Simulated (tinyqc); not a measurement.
# p-n diode, drift-diffusion by the Gummel loop with Scharfetter-Gummel fluxes: what changes with what

Abrupt junction at x = 0, p side from -Lp, n side to Ln, ohmic contacts. psi is counted from the intrinsic level; n = ni exp((psi - phin)/Vt), p = ni exp((phip - psi)/Vt). Contacts: p side psi = V - Vt ln(Na/ni), p = Na, n = ni^2/Na; n side psi = Vt ln(Nd/ni), n = Nd, p = ni^2/Nd. Constant mobilities, D = mu Vt, Boltzmann statistics, SRH recombination through a mid-gap level, U = (n p - ni^2)/(tp (n + ni) + tn (p + ni)). Current is positive from the p contact to the n contact.

Values chosen for this exercise; band and dielectric values close to those of cadmium telluride:

| symbol | value | unit | meaning |
|---|---|---|---|
| T | 275 | K | temperature |
| Eg | 1.51 | eV | band gap |
| eps_r | 10.3 |  | relative permittivity |
| Nc | 6.99e17 | cm^-3 | conduction-band density of states at T |
| Nv | 1.59e19 | cm^-3 | valence-band density of states at T |
| Na | 4.5e17 | cm^-3 | acceptor density of the p side |
| Nd | 1.2e16 | cm^-3 | donor density of the n side |
| mun | 540 | cm^2/(V s) | electron mobility |
| mup | 62 | cm^2/(V s) | hole mobility |
| tn | 3e-9 | s | SRH lifetime of electrons |
| tp | 5e-8 | s | SRH lifetime of holes |
| Lp | 1.2 | um | length of the p side |
| Ln | 1.4 | um | length of the n side |
| G | 0 | cm^-3 s^-1 | uniform generation rate |

Constants: q = 1.602176634e-19 C, kB = 1.380649e-23 J/K, Vt = kB T/q, eps0 = 8.8541878128e-14 F/cm where lengths are in cm. Results are converted to the units shown.

Each table varies one quantity; the others keep the values above.

## Current against voltage in the dark

ni = sqrt(Nc Nv) exp(-Eg/(2 Vt)), Eg in volts. Poisson and both continuity equations are solved self-consistently with Scharfetter-Gummel fluxes on a graded mesh of 500 nodes. J_scr is q times the integral of U between -xp and xn. Ideal diffusion current J_id = q ni^2 [Dn coth(wp/Le)/(Le Na) + Dp coth(wn/Lh)/(Lh Nd)] (exp(V/Vt) - 1), Le = sqrt(Dn tn), Lh = sqrt(Dp tp), wp = Lp - xp, wn = Ln - xn, with xp and xn from the depletion approximation (W = sqrt(2 eps0 eps_r (Vbi - V)(1/Na + 1/Nd)/q), xp = W Nd/(Na + Nd), xn = W Na/(Na + Nd), Vbi = Vt ln(Na Nd/ni^2)). Ideality factor = 0.004 V/(Vt ln[J(V + 0.004 V)/J(V)]). Here G = 0.

In this table G = 0 cm^-3 s^-1.

Results:

| V (V) | J (A/cm^2) | ideality factor | J_scr/J (%) | J_id (A/cm^2) | share recombining at the contacts (%) | larger minority/doping at -xp and xn |
|---|---|---|---|---|---|---|
| 0.27 | 1.54e-10 | 1.94 | 100 | 4.88e-17 | 2.87e-5 | 2.32e-18 |
| 0.39 | 2.07e-9 | 1.95 | 100 | 7.62e-15 | 3.31e-4 | 3.65e-16 |
| 0.5 | 2.26e-8 | 1.94 | 100 | 7.81e-13 | 0.00311 | 3.76e-14 |
| 0.62 | 3.10e-7 | 1.93 | 100 | 1.22e-10 | 0.0352 | 5.88e-12 |
| 0.86 | 6.55e-5 | 1.81 | 95.5 | 2.96e-6 | 4.02 | 1.42e-7 |
| 0.98 | 0.00141 | 1.44 | 67.6 | 4.61e-4 | 28.9 | 2.17e-5 |
| 1.1 | 0.0864 | 1.09 | 18.5 | 0.0715 | 72.3 | 0.00317 |
| 1.22 | 9.67 | 1.14 | 2.53 | 11.0 | 86.5 | 0.305 |

Estimate the missing row, V = 0.74 V.

Computed row:

| V (V) | J (A/cm^2) | ideality factor | J_scr/J (%) | J_id (A/cm^2) | share recombining at the contacts (%) | larger minority/doping at -xp and xn |
|---|---|---|---|---|---|---|
| 0.74 | 4.36e-6 | 1.90 | 99.6 | 1.90e-8 | 0.390 | 9.16e-10 |

With this row back in the table: J rises from 1.54e-10 to 9.67 A/cm^2; the ideality factor moves up and down between 1.09 and 1.95. Recombination in the depleted layer carries over half of the current up to V = 0.98 V, where the factor is 1.44; it grows roughly as exp(V/2 Vt), so diffusion overtakes it. Where the factor is lowest (V = 1.1 V), J is 21 % above the ideal diffusion current. From V = 1.22 V on the minority density at an edge of the layer exceeds a tenth of the doping, and in the last row J is 12 % below the ideal value.

## Effect of the SRH lifetime of electrons at fixed bias

Same model as above.

In this table V = 0.79 V.

Results:

| tn (s) | J (A/cm^2) | ideality factor | J_scr/J (%) | J_id (A/cm^2) | share recombining at the contacts (%) | larger minority/doping at -xp and xn |
|---|---|---|---|---|---|---|
| 1e-11 | 1.99e-4 | 1.92 | 99.8 | 4.11e-7 | 0.0569 | 7.50e-9 |
| 1e-10 | 6.64e-5 | 1.91 | 99.7 | 2.16e-7 | 0.180 | 7.50e-9 |
| 1e-9 | 2.23e-5 | 1.89 | 99.3 | 1.62e-7 | 0.611 | 7.50e-9 |
| 1e-8 | 7.58e-6 | 1.86 | 98.0 | 1.54e-7 | 1.85 | 7.50e-9 |
| 1e-6 | 1.02e-6 | 1.64 | 85.1 | 1.53e-7 | 13.8 | 7.50e-9 |
| 1e-5 | 4.54e-7 | 1.42 | 66.6 | 1.53e-7 | 31.0 | 7.50e-9 |

Estimate the missing row, tn = 1e-7 s.

Computed row:

| tn (s) | J (A/cm^2) | ideality factor | J_scr/J (%) | J_id (A/cm^2) | share recombining at the contacts (%) | larger minority/doping at -xp and xn |
|---|---|---|---|---|---|---|
| 1e-7 | 2.67e-6 | 1.79 | 94.3 | 1.53e-7 | 5.26 | 7.50e-9 |

With this row back in the table: As tn rises from 1e-11 to 1e-5, J falls from 1.99e-4 to 4.54e-7 A/cm^2, the share of the depleted layer falls from 99.8 to 66.6 % and the share lost at the contacts rises from 0.0569 to 31.0 %. The exponent d ln J/d ln tn is -0.48 between the first two rows and -0.35 between the last two. J less J_scr is 0.65 % below J_id in the last row.

Program tinyqc, `OMP_NUM_THREADS=1 python tinyqc.py 2240040 2240041 out.jsonl`; Intel Xeon 2.30GHz, shared host, one thread, about 0.1 s.
